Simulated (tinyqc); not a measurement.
# Zero-field depth and permittivity from two fields

Question. The apparent depth of a Coulomb trap is Et - sqrt(q F/(pi eps0 eps_r)). Find Et and eps_r.

Constants: q = 1.602176634e-19 C, eps0 = 8.8541878128e-14 F/cm where lengths are in cm. Results are converted to the units shown.

apparent depth at F = 38 and 150 kV/cm (eV): [0.30798669, 0.26652803]

Solution. The depth is linear in sqrt(F): the intercept is Et and the slope -sqrt(q/(pi eps0 eps_r)).

Et = 0.3500 eV
eps_r = 12.40

tinyqc, about 0.01 s, one thread, Intel Xeon 2.30GHz (shared host): `OMP_NUM_THREADS=1 python tinyqc.py 2050138 2050139 out.jsonl`
